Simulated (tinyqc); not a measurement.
# n-type polysilicon, carrier trapping at grain boundaries: two studies

One-dimensional grains of size Lg, uniform ionised doping N, monovalent traps Qt at each boundary at a depth Et below (for electrons) or above (for holes) the band edge there, abrupt depletion of width W on each side of a boundary, Boltzmann statistics. xi is the distance from the band edge at the grain centre to the Fermi level. Trapped charge Qt/(1 + exp((xi + VB - Et)/Vt)) = 2 N W, barrier VB = q N W^2/(2 eps0 eps_r).

Parameters, values chosen for the exercise; values of the order met in polycrystalline silicon: temperature T = 300 K; relative permittivity eps_r = 11.7; conduction-band density of states at T NB = 2.8e19 cm^-3; grain size Lg = 63 nm; trap density of a grain boundary Qt = 1.3e12 cm^-2; depth of the trap level from the majority band edge at the boundary Et = 0.31 eV; mass for thermionic emission ms = 0.44 m0; correction factor of the emission rate fe = 0.25; mobility inside the grains mug = 71 cm^2/(V s); doping N = 1.6e18 cm^-3.

Constants: q = 1.602176634e-19 C, kB = 1.380649e-23 J/K, m0 = 9.1093837015e-31 kg, Vt = kB T/q, eps0 = 8.8541878128e-14 F/cm where lengths are in cm. Results are converted to the units shown.

Each table varies one quantity; the others keep the values above.

## Effect of the doping

If the trap equation with xi = Vt ln(NB/N) has a root W < Lg/2, the grain is partly depleted; otherwise W = Lg/2 and the trap equation gives xi = Et - VB + Vt ln(Qt/(N Lg) - 1). N* = Qt/Lg. n0 = NB exp(-xi/Vt); mean density n0 (1 - 2 W/Lg) by charge balance in a partly depleted grain, and n0 (sqrt(pi)/2) erf(u)/u with u = sqrt(VB/Vt) in a fully depleted one; v = sqrt(kB T/(2 pi ms m0)); barrier resistivity Vt exp(VB/Vt)/(q fe n0 v Lg); grain resistivity (1 - 2 W/Lg)/(q n0 mug); effective mobility 1/(q mean density total resistivity). Rows with xi above 0.45 V, towards mid-gap, are left out, since the other carrier type is ignored.

Result of one run:

| N (cm^-3) | N/N* | depleted share 2 W/Lg | VB (V) | xi (V) | mean density (cm^-3) | resistivity (ohm cm) | effective mobility (cm^2/(V s)) |
|---|---|---|---|---|---|---|---|
| 1.9e18 | 9.2077 | 0.10859 | 0.017190 | 0.069551 | 1.6937e18 | 0.067095 | 54.925 |

What becomes of these results when the doping N is changed from 1.9e18 to 2.2e16 cm^-3, all else the same?

Result of the changed run:

| N (cm^-3) | N/N* | depleted share 2 W/Lg | VB (V) | xi (V) | mean density (cm^-3) | resistivity (ohm cm) | effective mobility (cm^2/(V s)) |
|---|---|---|---|---|---|---|---|
| 2.2e16 | 0.10662 | 1.0000 | 0.016881 | 0.34808 | 3.2591e13 | 1219.8 | 157.00 |

The whole series:

| N (cm^-3) | N/N* | depleted share 2 W/Lg | VB (V) | xi (V) | mean density (cm^-3) | resistivity (ohm cm) | effective mobility (cm^2/(V s)) |
|---|---|---|---|---|---|---|---|
| 1e16 | 0.048462 | 1.0000 | 0.0076730 | 0.37930 | 1.0813e13 | 2858.3 | 201.94 |
| 2.2e16 | 0.10662 | 1.0000 | 0.016881 | 0.34808 | 3.2591e13 | 1219.8 | 157.00 |
| 4.6e16 | 0.22292 | 1.0000 | 0.035296 | 0.30699 | 1.3334e14 | 507.44 | 92.248 |
| 9.6e16 | 0.46523 | 1.0000 | 0.073661 | 0.23994 | 1.3461e15 | 167.33 | 27.710 |
| 2e17 | 0.96923 | 0.91602 | 0.12877 | 0.12775 | 1.6797e16 | 18.428 | 20.164 |
| 4.2e17 | 2.0354 | 0.48742 | 0.076562 | 0.10857 | 2.1529e17 | 1.2698 | 22.832 |
| 8.9e17 | 4.3131 | 0.23167 | 0.036651 | 0.089157 | 6.8382e17 | 0.19305 | 47.280 |
| 1.9e18 | 9.2077 | 0.10859 | 0.017190 | 0.069551 | 1.6937e18 | 0.067095 | 54.925 |
| 3.9e18 | 18.900 | 0.052907 | 0.0083763 | 0.050960 | 3.6937e18 | 0.030304 | 55.761 |
| 8.3e18 | 40.223 | 0.024861 | 0.0039362 | 0.031435 | 8.0937e18 | 0.013872 | 55.590 |

As N goes from 1e16 to 8.3e18, VB goes from 0.00767 through a maximum of 0.129 (at N = 2e17 among the rows listed) to 0.00394 V, the resistivity falls from 2860 to 0.0139 ohm cm and the effective mobility moves up and down between 20.2 and 202 cm^2/(V s). The steepest fall of the resistivity among the rows, as N^(-3.6), lies between N = 2e17 and 4.2e17 cm^-3; N* = 2.06e17 cm^-3. While the grain is fully depleted VB grows as N; once the traps are full it falls as 1/N. For N = 3.9e18, 8.3e18 xi is under 2.5 Vt, where Boltzmann statistics begin to fail. For N = 1e16, 2.2e16, 1.9e18, 3.9e18, 8.3e18 VB is below Vt, where abrupt depletion and thermionic emission are rough. For N = 2e17 the grain is near the changeover between partial and full depletion, within a few Debye lengths, where both limits are rough. For N = 1e16, 2.2e16, 4.6e16 the effective mobility exceeds mug, since drift through the depleted part of the grain is left out.

## Effect of the grain size

Same model as above.

N* = Qt/Lg.

The same in every row: VB (V) = 0.02041; xi (V) = 0.07399.

Result of one run:

| Lg (nm) | N/N* | depleted share 2 W/Lg | mean density (cm^-3) | resistivity (ohm cm) | effective mobility (cm^2/(V s)) |
|---|---|---|---|---|---|
| 31 | 3.815 | 0.2620 | 1.181e18 | 0.1112 | 47.53 |

What becomes of these results when the grain size Lg is changed from 31 to 290 nm, all else the same?

Result of the changed run:

| Lg (nm) | N/N* | depleted share 2 W/Lg | mean density (cm^-3) | resistivity (ohm cm) | effective mobility (cm^2/(V s)) |
|---|---|---|---|---|---|
| 290 | 35.69 | 0.02801 | 1.555e18 | 0.06096 | 65.84 |

The whole series:

| Lg (nm) | N/N* | depleted share 2 W/Lg | mean density (cm^-3) | resistivity (ohm cm) | effective mobility (cm^2/(V s)) |
|---|---|---|---|---|---|
| 10 | 1.231 | 0.8123 | 3.003e17 | 0.2294 | 90.61 |
| 17 | 2.092 | 0.4778 | 8.355e17 | 0.1575 | 47.42 |
| 31 | 3.815 | 0.2620 | 1.181e18 | 0.1112 | 47.53 |
| 53 | 6.523 | 0.1533 | 1.355e18 | 0.08785 | 52.44 |
| 94 | 11.57 | 0.08642 | 1.462e18 | 0.07350 | 58.10 |
| 160 | 19.69 | 0.05077 | 1.519e18 | 0.06584 | 62.41 |
| 290 | 35.69 | 0.02801 | 1.555e18 | 0.06096 | 65.84 |
| 500 | 61.54 | 0.01625 | 1.574e18 | 0.05843 | 67.86 |

As Lg goes from 10 to 500, VB stays at 0.0204 V, the resistivity falls from 0.229 to 0.0584 ohm cm and the effective mobility goes from 90.6 through a minimum of 47.4 (at Lg = 17 among the rows listed) to 67.9 cm^2/(V s). In every row VB is below Vt, where abrupt depletion and thermionic emission are rough. For Lg = 10, 17 the grain is near the changeover between partial and full depletion, within a few Debye lengths, where both limits are rough. For Lg = 10 the effective mobility exceeds mug, since drift through the depleted part of the grain is left out.

Computed by the program tinyqc: `OMP_NUM_THREADS=1 python tinyqc.py 2830251 2830252 out.jsonl`, one thread of a shared Intel Xeon 2.30GHz, about 0.01 s for the whole run.
